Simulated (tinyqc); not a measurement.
Changing the solids volume fraction c0: spin coating of a resist or spin-on film: centrifugal thinning, evaporation and the final thickness (Emslie and Meyerhofer models). Computed by tinyqc, a small Python program. Command: `OMP_NUM_THREADS=1 python tinyqc.py 3110764 3110765 out.jsonl spincoat sweep`. One thread of a shared host (Intel(R) Xeon(R) Processor @ 2.30GHz), about 0.4 s of CPU time with the checks.

A Newtonian film stays uniform over the wafer; solvent and solids have the same density and the concentration is uniform through the thickness.

Inputs (values chosen for the exercise, of the order of those of a polymer resist in an ester solvent):

| quantity | value | unit |
|---|---|---|
| kinematic viscosity of the solvent nu_s | 1.5 | mm^2/s |
| viscosity constant k | 1200 | mm^2/s |
| viscosity exponent gamma | 2.6 | - |
| spin speed f | 4000 | rpm |
| evaporation rate at 1000 rpm e0 | 0.48 | micrometre/s |
| starting thickness h0 | 400 | micrometre |
| wafer radius R | 100 | mm |
| shrinkage in the bake | 9.4 | % |

Method:
- omega = 2 pi f/60; nu(c) = nu_s + k c^gamma; evaporation rate e = e0 sqrt(f/1000 rpm).
- Flow constant K = 2 omega^2/(3 nu(c0)); Reynolds number of the air omega R^2/nu_air with nu_air = 15 mm^2/s.
- Meyerhofer estimate: flow rules until (1 - c0) K h^3 = e, then evaporation alone: h_w = (e/((1 - c0) K))^(1/3), dry film c0 h_w.
- Full model for solids s and liquid l per area, h = s + l, c = s/h: ds/dt = -c Q, dl/dt = -(1 - c) Q - e, Q = 2 omega^2 h^3/(3 nu(c)); integrated adaptively (relative tolerance 1e-9) until l = 0.
- Dry film = s at l = 0, before the bake; film after the bake = s x (1 - shrinkage).

One run for each value:

| solids volume fraction c0 | dry film (nm) | nu(c0) (mm^2/s) | dry film, estimate (nm) | time to dry (s) |
|---|---|---|---|---|
| 0.010 | 23.2 | 1.51 | 23.2 | 2.8945 |
| 0.016 | 37.7 | 1.53 | 37.4 | 2.9023 |
| 0.025 | 60.7 | 1.58 | 59.3 | 2.9423 |
| 0.040 | 104.9 | 1.78 | 99.1 | 3.0842 |
| 0.063 | 192.4 | 2.41 | 174.0 | 3.4506 |
| 0.100 | 394.5 | 4.51 | 345.3 | 4.2404 |
| 0.160 | 890.3 | 11.73 | 777.2 | 5.5883 |
| 0.250 | 2005.2 | 34.15 | 1800.6 | 7.2799 |
| 0.400 | 4795.7 | 112.30 | 4615.3 | 8.9778 |

Over the rows, dry film (nm) rises from 23.2 to 4800 (exponent d ln y / d ln x 1.0 between the first rows and 1.9 between the last); nu(c0) (mm^2/s) rises from 1.51 to 112 (exponent d ln y / d ln x 0.025 between the first rows and 2.5 between the last); dry film, estimate (nm) rises from 23.2 to 4620 (exponent d ln y / d ln x 1.0 between the first rows and 2.0 between the last). In the estimate the dry film goes as c0 (nu/(1 - c0))^(1/3), so its exponent rises above 1 once the solids raise the viscosity.
